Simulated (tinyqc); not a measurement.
Worked calculation: one-electron ion in a basis of Gaussians. Computed by tinyqc, a small Python program that keeps every step. Settings: Z = 2, l = 0. Command: `OMP_NUM_THREADS=1 python tinyqc.py 21539 21540 out.jsonl` (the two numbers bound the seeds that draw the settings). One thread of a shared host (Intel(R) Xeon(R) Processor @ 2.60GHz), about 0.01 s of CPU time with the checks.

## Matrices over normalised Gaussians

exponents of r^l exp(-a r^2) (1/bohr^2): 0.398300  0.622300  0.972400  1.519000  2.374000  3.710000  5.796000

Z = 2

l = 0

With p = a_i + a_j and I(k) = Gamma((k+1)/2) / (2 p^((k+1)/2)): S = I(2l+2), T = (2l+3) a_i a_j S / p, V = -Z I(2l+1), each divided by sqrt(S_ii S_jj).

S, lower triangle:
```
,1,2,3,4,5,6,7
1,1.000000
2,0.963650,1.000000
3,0.865312,0.963629,1.000000
4,0.730863,0.865360,0.963678,1.000000
5,0.587561,0.730764,0.865311,0.963601,1.000000
6,0.455239,0.587486,0.730729,0.865199,0.963612,1.000000
7,0.343606,0.455262,0.587552,0.730698,0.865304,0.963663,1.000000
```

T (hartree), lower triangle:
```
,1,2,3,4,5,6,7
1,0.597450
2,0.702094,0.933450
3,0.733511,1.096976,1.458600
4,0.691887,1.146036,1.714006,2.278500
5,0.601208,1.080921,1.790777,2.677766,3.561000
6,0.491228,0.939234,1.688993,2.797371,4.184936,5.565000
7,0.384174,0.767521,1.467758,2.638343,4.371968,6.539593,8.694000
```

V (hartree), lower triangle:
```
,1,2,3,4,5,6,7
1,-2.014212
2,-2.197010,-2.517677
3,-2.286278,-2.746216,-3.147187
4,-2.283842,-2.857727,-3.432722,-3.933498
5,-2.207792,-2.854665,-3.572288,-4.290664,-4.917455
6,-2.082361,-2.759573,-3.568418,-4.464884,-5.363914,-6.147337
7,-1.929931,-2.602892,-3.449642,-4.459954,-5.581678,-6.705157,-7.683591
```

## Generalised eigenproblem

H = T + V (hartree), lower triangle:
```
,1,2,3,4,5,6,7
1,-1.416762
2,-1.494917,-1.584227
3,-1.552767,-1.649240,-1.688587
4,-1.591955,-1.711691,-1.718716,-1.654998
5,-1.606583,-1.773744,-1.781511,-1.612898,-1.356455
6,-1.591133,-1.820338,-1.879424,-1.667513,-1.178978,-0.582337
7,-1.545757,-1.835371,-1.981884,-1.821611,-1.209710,-0.165564,1.010409
```

Solve H C = S C e through S^(-1/2); each column has its largest component positive (the first on a tie).

eigenvalues of S: 0.000009  0.000175  0.002147  0.020868  0.171917  1.182553  5.622330

eigenvalues (hartree): -1.975849  -0.312090  1.201768  4.077380  8.775509  17.565810  32.103034

coefficients:
```
,1,2,3,4,5,6,7
1,-0.686797,-7.440423,12.643204,12.279095,-10.496015,-7.773148,5.841745
2,1.306875,15.074248,-36.886433,-46.126018,46.773808,37.358188,-29.207685
3,-2.792275,-14.979179,44.833993,71.807592,-93.173831,-85.116646,72.139240
4,2.945468,10.422165,-33.396776,-58.899933,103.079278,115.517083,-113.523406
5,-2.884419,-4.646767,18.488894,28.940523,-65.237198,-94.165353,118.851620
6,1.624458,1.302952,-6.887683,-9.375896,23.576738,40.293770,-76.307714
7,-0.647501,-0.039715,1.521935,1.241097,-4.829395,-5.912832,22.549152
```

For Z = 2 and l = 0 the exact lowest level is -Z^2/(2 n^2) with n = l + 1: -2.000000 hartree. The basis is nearly linearly dependent, so rounded matrices do not reproduce these digits.
